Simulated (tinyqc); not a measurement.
Inside a calculation. Method: Hubbard chain of 2 sites. Computed by tinyqc, a small Python program that keeps every step. Settings: hopping = 1.3, U = 4.0, mixing = 0.5, iteration cap = 85. Command: `OMP_NUM_THREADS=1 python tinyqc.py 24835 24836 out.jsonl` (the two numbers bound the seeds that draw the settings). One thread of a shared host (Intel(R) Xeon(R) Processor @ 2.60GHz), about 0.2 s of CPU time with the checks.

one-body matrix (hopping and site energies) (eV), order 1, 2:
$$\begin{pmatrix}
0.00000 & -1.30000 \\
-1.30000 & 0.00000
\end{pmatrix}$$

U = 4.00000 eV

electrons, up and down: [1, 1]

n(up) at the start (a guess, not normalised): 1 0.50000, 2 0.50000

n(down) at the start (a guess): 1 0.50000, 2 0.50000

Each step fills the lowest levels of T + U n(other spin) and sets n(new) = n + mixing (n(out) - n); stop when output and input agree to 1e-8.

Course of the cycle:
```
iteration      E (eV)  largest |n(out) - n(in)|  mean |n_up - n_down|
1          -0.6000000                  1.11e-16               0.00000
```

Can the last value be used, and what does the course show?

No, though the log alone does not show it. Converged in 1 iterations. But random starts reach -0.84500 eV, so this is another stationary point, not the lowest one. Reruns (cap 100 unless said): mixing 0.2: converged in 1 to a higher stationary point (E = -0.60000); mixing 0.9: converged in 1 to a higher stationary point (E = -0.60000). Before convergence this energy mixes input and output and is not variational, so it may rise towards its limit.
